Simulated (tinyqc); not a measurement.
Inside a calculation. Method: plane-wave Kohn-Sham cycle with exchange-only LDA in a layered model solid. Computed by tinyqc, a small Python program that keeps every step. Settings: points = 16, plane-wave index or count = 3, electrons = 2, k points = 3, area = 15.0, mixing = 1.0, iteration cap = 52, Pulay depth = 3. Command: `OMP_NUM_THREADS=1 python tinyqc.py 25921 25922 out.jsonl` (the two numbers bound the seeds that draw the settings). One thread of a shared host (Intel(R) Xeon(R) Processor @ 2.60GHz), about 0.05 s of CPU time with the checks. Later iterations appear only in the table of the cycle.

## Iteration 1: potential

A solid whose potential varies along x alone (atomic units):
```
parameter                      value
period a                   15.400000
cross-section of the cell  15.000000
electrons per cell                 2
grid points                       16
plane waves -n..n, n               3
k points                           3
V1 in V1 cos(2 pi x/a)     -0.360000
V2 in V2 cos(4 pi x/a)     -0.220000
```

density at the start, on the grid x_j = j a/N (e/bohr^3): [0.00865801, 0.00865801, 0.00865801, 0.00865801, 0.00865801, 0.00865801, 0.00865801, 0.00865801, 0.00865801, 0.00865801, 0.00865801, 0.00865801, 0.00865801, 0.00865801, 0.00865801, 0.00865801]

V_H(G) = 4 pi rho(G)/G^2 for G != 0 (uniform background); v_x = -(3 rho/pi)^(1/3); V = V_ext + V_H + v_x; Fourier components f(G_m) = (1/N) sum_j f(x_j) exp(-i G_m x_j).

Potentials on the grid (hartree):
```
x              V_ext       V_H        v_x          V
0.000000   -0.580000  0.000000  -0.202207  -0.782207
0.962500   -0.488160  0.000000  -0.202207  -0.690367
1.925000   -0.254558  0.000000  -0.202207  -0.456766
2.887500    0.017797  0.000000  -0.202207  -0.184410
3.850000    0.220000  0.000000  -0.202207   0.017793
4.812500    0.293330  0.000000  -0.202207   0.091122
5.775000    0.254558  0.000000  -0.202207   0.052351
6.737500    0.177033  0.000000  -0.202207  -0.025174
7.700000    0.140000  0.000000  -0.202207  -0.062207
8.662500    0.177033  0.000000  -0.202207  -0.025174
9.625000    0.254558  0.000000  -0.202207   0.052351
10.587500   0.293330  0.000000  -0.202207   0.091122
11.550000   0.220000  0.000000  -0.202207   0.017793
12.512500   0.017797  0.000000  -0.202207  -0.184410
13.475000  -0.254558  0.000000  -0.202207  -0.456766
14.437500  -0.488160  0.000000  -0.202207  -0.690367
```

V(G_m), m = 0, 1, 2, ... (hartree): [-0.202207, -0.180000, -0.110000, 0.000000, 0.000000, 0.000000, 0.000000]

## Iteration 1: Hamiltonian at one k

k = 0.000000 2 pi / a

H(m,m') = (k + G_m)^2/2 delta + V(G_m - G_m'), with V(-G) = V(G).

H (hartree), order -3, -2, -1, +0, +1, +2, +3:
$$\begin{pmatrix}
0.546877 & -0.180000 & -0.110000 & 0.000000 & 0.000000 & 0.000000 & 0.000000 \\
-0.180000 & 0.130719 & -0.180000 & -0.110000 & 0.000000 & 0.000000 & 0.000000 \\
-0.110000 & -0.180000 & -0.118976 & -0.180000 & -0.110000 & 0.000000 & 0.000000 \\
0.000000 & -0.110000 & -0.180000 & -0.202207 & -0.180000 & -0.110000 & 0.000000 \\
0.000000 & 0.000000 & -0.110000 & -0.180000 & -0.118976 & -0.180000 & -0.110000 \\
0.000000 & 0.000000 & 0.000000 & -0.110000 & -0.180000 & 0.130719 & -0.180000 \\
0.000000 & 0.000000 & 0.000000 & 0.000000 & -0.110000 & -0.180000 & 0.546877
\end{pmatrix}$$

## Iteration 1: levels at that k

Diagonalise the Hermitian matrix.

eigenvalues (hartree): [-0.569964, -0.184083, 0.023406, 0.171241, 0.235821, 0.616883, 0.621731]

## Iteration 1: new density

Motion across x is left out: the lowest 1 band(s) hold two electrons at each of the k points (j + 1/2)/nk - 1/2. Residual R = rho(out) - rho(in); rho(new) = rho(in) + 1 R. rho(out) = 2/(a A nk) sum |psi|^2 with psi = sum c exp(i G x). Harris energy E = band energy - dV sum rho (V_H/2 + v_x) + (3/4) dV sum rho v_x with rho(in), dV = a A/N, band energy = (2/nk) sum of the filled levels.

rho(out) (e/bohr^3): [0.04424319, 0.03247898, 0.01231570, 0.00211887, 0.00015903, 0.00003153, 0.00002934, 0.00000266, 0.00001275, 0.00000266, 0.00002934, 0.00003153, 0.00015903, 0.00211887, 0.01231570, 0.03247898]

density after iteration 1 (e/bohr^3): [0.04424319, 0.03247898, 0.01231570, 0.00211887, 0.00015903, 0.00003153, 0.00002934, 0.00000266, 0.00001275, 0.00000266, 0.00002934, 0.00003153, 0.00015903, 0.00211887, 0.01231570, 0.03247898]

energy per cell = -1.03795774 hartree

## Iteration 2: potential

As before.

Potentials on the grid (hartree):
```
x              V_ext        V_H        v_x          V
0.000000   -0.580000   1.431894  -0.348289   0.503606
0.962500   -0.488160   1.237171  -0.314189   0.434822
1.925000   -0.254558   0.773360  -0.227410   0.291391
2.887500    0.017797   0.255966  -0.126481   0.147282
3.850000    0.220000  -0.193391  -0.053351  -0.026743
4.812500    0.293330  -0.545274  -0.031108  -0.283052
5.775000    0.254558  -0.796814  -0.030371  -0.572627
6.737500    0.177033  -0.947863  -0.013651  -0.784481
7.700000    0.140000  -0.998204  -0.023004  -0.881208
8.662500    0.177033  -0.947863  -0.013651  -0.784481
9.625000    0.254558  -0.796814  -0.030371  -0.572627
10.587500   0.293330  -0.545274  -0.031108  -0.283052
11.550000   0.220000  -0.193391  -0.053351  -0.026743
12.512500   0.017797   0.255966  -0.126481   0.147282
13.475000  -0.254558   0.773360  -0.227410   0.291391
14.437500  -0.488160   1.237171  -0.314189   0.434822
```

V(G_m), m = 0, 1, 2, ... (hartree): [-0.122776, 0.324316, -0.039163, 0.018810, 0.008211, 0.001553, -0.001352]

## Iteration 2: Hamiltonian at one k

k = 0.000000 2 pi / a

As before.

H (hartree), order -3, -2, -1, +0, +1, +2, +3:
$$\begin{pmatrix}
0.626308 & 0.324316 & -0.039163 & 0.018810 & 0.008211 & 0.001553 & -0.001352 \\
0.324316 & 0.210150 & 0.324316 & -0.039163 & 0.018810 & 0.008211 & 0.001553 \\
-0.039163 & 0.324316 & -0.039545 & 0.324316 & -0.039163 & 0.018810 & 0.008211 \\
0.018810 & -0.039163 & 0.324316 & -0.122776 & 0.324316 & -0.039163 & 0.018810 \\
0.008211 & 0.018810 & -0.039163 & 0.324316 & -0.039545 & 0.324316 & -0.039163 \\
0.001553 & 0.008211 & 0.018810 & -0.039163 & 0.324316 & 0.210150 & 0.324316 \\
-0.001352 & 0.001553 & 0.008211 & 0.018810 & -0.039163 & 0.324316 & 0.626308
\end{pmatrix}$$

## Iteration 2: levels at that k

As before.

eigenvalues (hartree): [-0.669318, -0.283095, 0.042060, 0.295883, 0.431430, 0.816429, 0.837662]

## Iteration 2: new density

B (overlaps of the stored error matrices):
$$\begin{pmatrix}
3.1802372e-03 & -4.3769657e-03 \\
-4.3769657e-03 & 8.7357757e-03
\end{pmatrix}$$

Motion across x is left out: the lowest 1 band(s) hold two electrons at each of the k points (j + 1/2)/nk - 1/2. Residual R = rho(out) - rho(in); rho(new) = rho(in) + 1 R; Pulay mixing then takes sum c_i of the stored mixed densities, with c from B_ij = sum R_i R_j as in DIIS. rho(out) = 2/(a A nk) sum |psi|^2 with psi = sum c exp(i G x). Harris energy E = band energy - dV sum rho (V_H/2 + v_x) + (3/4) dV sum rho v_x with rho(in), dV = a A/N, band energy = (2/nk) sum of the filled levels.

rho(out) (e/bohr^3): [0.00000809, 0.00000147, 0.00001900, 0.00001856, 0.00014885, 0.00217012, 0.01245591, 0.03244189, 0.04400844, 0.03244189, 0.01245591, 0.00217012, 0.00014885, 0.00001856, 0.00001900, 0.00000147]

DIIS coefficients: [0.634387, 0.365613]

density after iteration 2 (e/bohr^3): [0.02807026, 0.02060478, 0.00781987, 0.00135097, 0.00015531, 0.00081342, 0.00457266, 0.01186287, 0.01609815, 0.01186287, 0.00457266, 0.00081342, 0.00015531, 0.00135097, 0.00781987, 0.02060478]

energy per cell = -2.36789982 hartree

## Convergence

Stop when sqrt(dV sum R^2) is below 1e-8, dV = a A/N.

Course of the cycle:
```
iteration  E (hartree)  norm of the residual
1          -1.03795774              2.14e-01
2          -2.36789982              3.55e-01
3          -0.54900716              1.11e-01
4          -0.69792746              2.32e-01
5          -0.69497948              1.39e-01
6          -0.53840402              1.05e-01
7          -0.51603184              9.56e-02
8          -0.76813939              2.49e-01
9          -0.58345756              2.18e-01
10         -0.48951836              1.72e-02
11         -0.51879216              1.89e-01
...                ...                   ...
42         -1.00690986              1.83e-01
43         -0.72093861              1.38e-01
44         -1.83090191              3.20e-01
45         -0.58271086              2.15e-01
46         -0.53739644              1.05e-01
47         -0.61105964              2.21e-01
48         -0.49341174              5.52e-02
49         -0.49639917              7.31e-02
50         -0.48987673              2.92e-02
51         -0.49139610              5.33e-02
52         -0.49745760              7.44e-02
```

Not converged within 52 iterations: the residual falls in a zigzag, on average by a factor of about 0.83 a step. Reruns (cap 100 unless said): mixing 0.1: converged in 62 (E = -0.48885); mixing 0.5, Kerker q0 1.0: converged in 36 (E = -0.48885); mixing 0.3, Pulay depth 5: converged in 70 (E = -0.48885); the original settings with a cap of 400: converged in 66 (E = -0.48885).
